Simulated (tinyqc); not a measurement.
UHF in the sto-3g basis, for Be+, spin multiplicity 2, step by step. This run ends on a higher stationary point, not on the lowest solution. Computed by tinyqc, a small Python program that keeps every step (integrals from PySCF). Settings: charge = 1, multiplicity = 2, basis = sto-3g, energy threshold = 1e-10, iteration cap = 55, orthogonalisation = canonical, start = random, DIIS depth = 3, damping = 0.5, shift = 1.0, method = UHF. Command: `OMP_NUM_THREADS=1 python tinyqc.py 20682 20683 out.jsonl` (the two numbers bound the seeds that draw the settings). One thread of a shared host (Intel(R) Xeon(R) Processor @ 2.60GHz), about 0.1 s of CPU time with the checks.

Geometry (angstrom):
```
atom         x         y         z
Be    0.000000  0.000000  0.000000
```

Stop when the energy changes by less than 1e-10 hartree and every element of the error matrix X^T (F D S - S D F) X (for each spin) is below 3e-06.

Course of the cycle:
```
iteration   E (hartree)     change  largest element of the error matrix
1           -8.75536297          -                             1.10e+00
2          -11.22327551  -2.47e+00                             5.92e-01
3          -12.55197485  -1.33e+00                             3.31e-01
4          -13.24180918  -6.90e-01                             1.89e-01
5          -13.59390509  -3.52e-01                             1.10e-01
6          -13.77204172  -1.78e-01                             6.39e-02
7          -13.86175863  -8.97e-02                             3.76e-02
8          -13.90678743  -4.50e-02                             2.25e-02
9          -13.92946511  -2.27e-02                             1.35e-02
10         -13.94089784  -1.14e-02                             9.13e-03
11         -13.94648072  -5.58e-03                             9.33e-03
12         -13.94937519  -2.89e-03                             9.87e-03
13         -13.95087429  -1.50e-03                             1.04e-02
14         -13.95145072  -5.76e-04                             9.92e-03
...                 ...        ...                                  ...
42         -13.95080269   1.87e-04                             2.89e-03
43         -13.95088974  -8.71e-05                             2.71e-03
44         -13.95090134  -1.16e-05                             2.53e-03
45         -13.95074235   1.59e-04                             2.34e-03
46         -13.95072197   2.04e-05                             2.17e-03
47         -13.95045593   2.66e-04                             2.01e-03
48         -13.95074274  -2.87e-04                             1.86e-03
49         -13.95088910  -1.46e-04                             1.72e-03
50         -13.95093468  -4.56e-05                             1.59e-03
51         -13.95077241   1.62e-04                             1.50e-03
52         -13.95089554  -1.23e-04                             1.39e-03
53         -13.95096265  -6.71e-05                             1.28e-03
54         -13.95098162  -1.90e-05                             1.18e-03
55         -13.95100513  -2.35e-05                             1.09e-03
```

Can the last value be used, and what does the course show?

Not by the stop rule. Not converged within the cap of 55 iterations: the residual falls steadily but slowly, by a factor of about 0.93 a step. Reruns (cap 100 unless said): DIIS 8: converged in 9 to a higher stationary point; damping 0.5: not converged; level shift 0.5: converged in 82; atomic densities as start, DIIS 8: converged in 5; the original settings with a cap of 400: not converged. PySCF UHF in the same basis, after a stability check = -14.09784278 hartree.
